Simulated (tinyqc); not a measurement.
MESFET, gradual channel with velocity saturation: effect of the gate voltage on saturation.

A uniformly doped n-type channel, depleted from the top by a Schottky gate; at channel potential V the depleted share of a is u = sqrt((Vbi - Vg + V)/Vp), s at the source. Electrons drift with v = mu E/(1 + mu E/vsat). Abrupt depletion edge, no series resistance, source at 0.

Vbi = phiB - Vt ln(Nc/Nd); Vp = q Nd a^2/(2 eps0 eps_r); G0 = q mu Nd a W/L; Z = mu Vp/(vsat L); s = sqrt((Vbi - Vg)/Vp). I = (G0 Vp/3) F/(1 + Z (u^2 - s^2)), F = 3 (u^2 - s^2) - 2 (u^3 - s^3), with u at V = Vd; Z = 0 gives constant mobility, for which u stops at 1. The current peaks at u = um, the root of (1 - u)(1 + Z (u^2 - s^2)) = Z F/3; beyond Vdsat = Vp (um^2 - s^2) it is held at that value. gm = G0 (um - s)/(1 + Z (um^2 - s^2)).

Inputs (values chosen for the exercise); material values close to those of gallium arsenide:
- T = 300 K (temperature)
- eps_r = 13 (relative permittivity of the semiconductor)
- Nc = 4.44e17 cm^-3 (conduction-band density of states at T)
- Nd = 2.8e17 cm^-3 (donor density of the channel)
- a = 89 nm (channel thickness)
- mu = 3600 cm^2/(V s) (low-field mobility at this doping)
- vsat = 1e7 cm/s (saturation velocity)
- L = 0.5 um (gate length)
- W = 200 um (gate width)
- phiB = 0.81 V (Schottky barrier)

Constants: q = 1.602176634e-19 C, kB = 1.380649e-23 J/K, Vt = kB T/q, eps0 = 8.8541878128e-14 F/cm where lengths are in cm. Results are converted to the units shown.

The same in every row: Z = 11.114.

Result of one run:

| Vg (V) | um | Vdsat (V) | Isat (mA) | Isat for Z = 0 (mA) | gm (mS) |
|---|---|---|---|---|---|
| -0.6 | 0.98681 | 0.10503 | 1.0534 | 2.0031 | 11.491 |

What becomes of these results when the gate voltage Vg is changed from -0.6 to -0.4 V, all else the same?

Result of the changed run:

| Vg (V) | um | Vdsat (V) | Isat (mA) | Isat for Z = 0 (mA) | gm (mS) |
|---|---|---|---|---|---|
| -0.4 | 0.95090 | 0.19764 | 3.9206 | 11.569 | 16.585 |

The whole series:

| Vg (V) | um | Vdsat (V) | Isat (mA) | Isat for Z = 0 (mA) | gm (mS) |
|---|---|---|---|---|---|
| -0.6 | 0.98681 | 0.10503 | 1.0534 | 2.0031 | 11.491 |
| -0.5 | 0.97041 | 0.15549 | 2.3630 | 5.7701 | 14.477 |
| -0.4 | 0.95090 | 0.19764 | 3.9206 | 11.569 | 16.585 |
| -0.3 | 0.92902 | 0.23415 | 5.6678 | 19.482 | 18.320 |
| -0.2 | 0.90508 | 0.26638 | 7.5793 | 29.605 | 19.894 |
| -0.1 | 0.87921 | 0.29512 | 9.6452 | 42.045 | 21.424 |
| 0 | 0.85141 | 0.32085 | 11.865 | 56.928 | 22.989 |

As Vg goes from -0.6 to 0 V, Vdsat rises from 0.105 to 0.321 V, Isat rises from 1.05 to 11.9 mA and gm rises from 11.5 to 23.0 mS. Isat is 0.526 of the constant-mobility value in the first row and 0.208 in the last. For Vg = -0.6 to -0.3 V the open channel at the source, (1 - s) a, is under two Debye lengths, so the abrupt edge is rough. In every row Nd is not small against Nc, so the Boltzmann form of Vbi is rough.

Computed by the program tinyqc: `OMP_NUM_THREADS=1 python tinyqc.py 2500056 2500057 out.jsonl`, one thread of a shared Intel Xeon 2.30GHz, about 0.05 s for the whole run.
